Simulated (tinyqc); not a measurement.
Worked calculation: Hueckel theory of the pi electrons, for the molecule Oc1ccccc2cccc1-2 (SMILES; centres numbered as the heavy atoms are written). One step of it, computed by the program tinyqc.

Question. Orbitals. Diagonalise; E = alpha + x beta with beta < 0, so the largest x are filled first; degenerate levels share their electrons. P = sum n_i c_ri c_si; each orbital has its largest coefficient positive (the first on a tie).

Hueckel matrix in units of beta (H = alpha + beta A), lower triangle:
```
           1O        2C        3C        4C        5C        6C        7C        8C
1O   2.000000
2C   0.800000  0.000000
3C   0.000000  1.000000  0.000000
4C   0.000000  0.000000  1.000000  0.000000
5C   0.000000  0.000000  0.000000  1.000000  0.000000
6C   0.000000  0.000000  0.000000  0.000000  1.000000  0.000000
7C   0.000000  0.000000  0.000000  0.000000  0.000000  1.000000  0.000000
8C   0.000000  0.000000  0.000000  0.000000  0.000000  0.000000  1.000000  0.000000
9C   0.000000  0.000000  0.000000  0.000000  0.000000  0.000000  0.000000  1.000000
10C  0.000000  0.000000  0.000000  0.000000  0.000000  0.000000  0.000000  0.000000
11C  0.000000  1.000000  0.000000  0.000000  0.000000  0.000000  1.000000  0.000000

           9C       10C       11C
9C   0.000000
10C  1.000000  0.000000
11C  0.000000  1.000000  0.000000
```

pi electrons, sum of z_r less the charge = 12

Give: x values; occupations; coefficients; charge and bond-order matrix P.

Answer.

x values: 2.5294  2.1201  1.6292  1.2042  0.8574  0.4666  -0.4531  -0.7719  -1.5805  -1.8861  -2.1152

occupations: 2.0000  2.0000  2.0000  2.0000  2.0000  2.0000  0.0000  0.0000  0.0000  0.0000  0.0000

coefficients:
```
        MO1      MO2      MO3      MO4      MO5      MO6      MO7      MO8
1O   0.6599   0.5868  -0.1419   0.3510   0.1648   0.0831   0.1373  -0.1180
2C   0.4367   0.0881   0.0658  -0.3491  -0.2353  -0.1592  -0.4211   0.4089
3C   0.2250   0.0050   0.3691  -0.4324   0.0903  -0.3594  -0.2034  -0.4319
4C   0.1325  -0.0775   0.5355  -0.1715   0.3128  -0.0085   0.5133  -0.0755
5C   0.1100  -0.1692   0.5033   0.2258   0.1779   0.3554  -0.0291   0.4902
6C   0.1458  -0.2813   0.2845   0.4435  -0.1603   0.1743  -0.5001  -0.3029
7C   0.2588  -0.4272  -0.0398   0.3082  -0.3153  -0.2741   0.2557  -0.2564
8C   0.1572  -0.3367  -0.2010   0.1964   0.3139  -0.5208   0.0998   0.2900
9C   0.1388  -0.2866  -0.2877  -0.0717   0.5844   0.0311  -0.3009   0.0325
10C  0.1939  -0.2709  -0.2676  -0.2827   0.1872   0.5354   0.0365  -0.3151
11C  0.3516  -0.2877  -0.1483  -0.2688  -0.4239   0.2187   0.2844   0.2107

         MO9     MO10     MO11
1O   -0.0185  -0.0648   0.0738
2C    0.0829   0.3149  -0.3796
3C   -0.2621  -0.3935   0.1932
4C    0.3314   0.4273  -0.0292
5C   -0.2617  -0.4124  -0.1315
6C    0.0821   0.3506   0.3074
7C    0.1319  -0.2488  -0.5187
8C   -0.4365   0.2672   0.2391
9C    0.5580  -0.2551   0.0129
10C  -0.4454   0.2140  -0.2664
11C   0.1460  -0.1485   0.5506
```

charge and bond-order matrix P, lower triangle:
```
          1O       2C       3C       4C       5C       6C       7C       8C
1O    1.9145
2C    0.3120   0.8109
3C   -0.1353   0.6198   1.0223
4C   -0.0868   0.1478   0.6650   0.8752
5C    0.0799  -0.2221   0.0006   0.6221   1.0060
6C    0.0690  -0.1745  -0.2650   0.1315   0.6808   0.8681
7C   -0.0816   0.1661  -0.0436  -0.2062  -0.0064   0.5720   1.0412
8C    0.0242  -0.0675   0.1802   0.0163  -0.2237   0.0129   0.5937   1.1737
9C    0.0760  -0.2020  -0.0076   0.1627   0.0356  -0.2020  -0.0901   0.6585
10C  -0.0338   0.0253  -0.2195   0.0117   0.1844  -0.0675  -0.2327  -0.2003
11C  -0.1235   0.5545   0.0446  -0.1978  -0.0913   0.1537   0.4214  -0.2355

          9C     10C     11C
9C    1.0635
10C   0.6557  1.1683
11C  -0.0955  0.5990  1.0564
```
